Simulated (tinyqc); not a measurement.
# Resistance of a tapered via with liner, size effect and interface: via resistance against the diameter at the bottom

A round via whose diameter grows from db at the bottom as D(z) = db + 2 z/tan(ang). The fill, of diameter D - 2 tl, starts above the bottom liner (thickness fb tl) and has rho = rho0 (1 + ks lam/(D - 2 tl)); the sidewall liner conducts in parallel with it. The bottom liner and the interface are crossed over the full area pi db^2/4. Spreading in the lines above and below is left out.

Slices between z0 = fb tl and hv, evaluated at their midpoints: conductance per length pi/4 [(D - 2 tl)^2/rho + (D^2 - (D - 2 tl)^2)/rl], slice resistance = slice height over that. 2000 slices. R_fill = sum of the slices; R_bottom = rl fb tl/(pi db^2/4); R_interface = ri/(pi db^2/4); ballistic (Sharvin) limit 1/(Sb pi (db - 2 tl)^2/4); ideal cylinder rho0 hv/(pi db^2/4).

Parameters, values chosen for the exercise; fill metal close to tungsten: height hv = 13 nm; sidewall angle ang = 88 degrees; bulk resistivity of the fill rho0 = 5.32 uohm cm; mean free path of the fill lam = 15.7 nm; size-effect factor ks = 1.3; liner on the sidewall tl = 1.6 nm; liner at the bottom over that on the sidewall fb = 0.7; resistivity of the liner rl = 220 uohm cm; interface resistivity at the bottom ri = 2.4e-12 ohm cm^2; ballistic conductance per area, about 3/(4 rho0 lam) Sb = 9.1e14 S/m^2.

Result of one run:

| db (nm) | R_fill (ohm) | R_bottom (ohm) | R_interface (ohm) | R (ohm) | ballistic limit (ohm) | R over ideal cylinder | largest part |
|---|---|---|---|---|---|---|---|
| 16 | 11.193 | 12.255 | 1.1937 | 24.642 | 8.5398 | 7.1638 | bottom liner |

What becomes of these results when the diameter at the bottom db is changed from 16 to 6 nm, all else the same?

Result of the changed run:

| db (nm) | R_fill (ohm) | R_bottom (ohm) | R_interface (ohm) | R (ohm) | ballistic limit (ohm) | R over ideal cylinder | largest part |
|---|---|---|---|---|---|---|---|
| 6 | 360.76 | 87.146 | 8.4883 | 456.39 | 178.46 | 18.658 | fill |

The whole series:

| db (nm) | R_fill (ohm) | R_bottom (ohm) | R_interface (ohm) | R (ohm) | ballistic limit (ohm) | R over ideal cylinder | largest part |
|---|---|---|---|---|---|---|---|
| 6 | 360.76 | 87.146 | 8.4883 | 456.39 | 178.46 | 18.658 | fill |
| 8.3 | 103.41 | 45.540 | 4.4357 | 153.39 | 53.793 | 12.000 | fill |
| 11 | 37.744 | 25.928 | 2.5254 | 66.197 | 22.997 | 9.0962 | fill |
| 16 | 11.193 | 12.255 | 1.1937 | 24.642 | 8.5398 | 7.1638 | bottom liner |
| 22 | 4.3738 | 6.4819 | 0.63136 | 11.487 | 3.9587 | 6.3138 | bottom liner |
| 30 | 1.8691 | 3.4858 | 0.33953 | 5.6945 | 1.9480 | 5.8201 | bottom liner |
| 42 | 0.78714 | 1.7785 | 0.17323 | 2.7389 | 0.92941 | 5.4866 | bottom liner |
| 58 | 0.35897 | 0.93260 | 0.090838 | 1.3824 | 0.46592 | 5.2811 | bottom liner |
| 80 | 0.16983 | 0.49020 | 0.047746 | 0.70778 | 0.23722 | 5.1441 | bottom liner |

R falls from 456 to 0.708 ohm. The fill is the largest part at db = 6, the bottom liner from 16 on. R goes as db^(-3.36) between the first two rows and db^(-2.08) between the last two; area alone gives -2. For db = 8.3, 11, 16, 22, 30, 42, 58, 80 the ballistic limit exceeds half of R_fill, so the diffusive model understates R.

Program tinyqc, `OMP_NUM_THREADS=1 python tinyqc.py 2750163 2750164 out.jsonl`; Intel Xeon 2.30GHz, shared host, one thread, about 0.01 s.
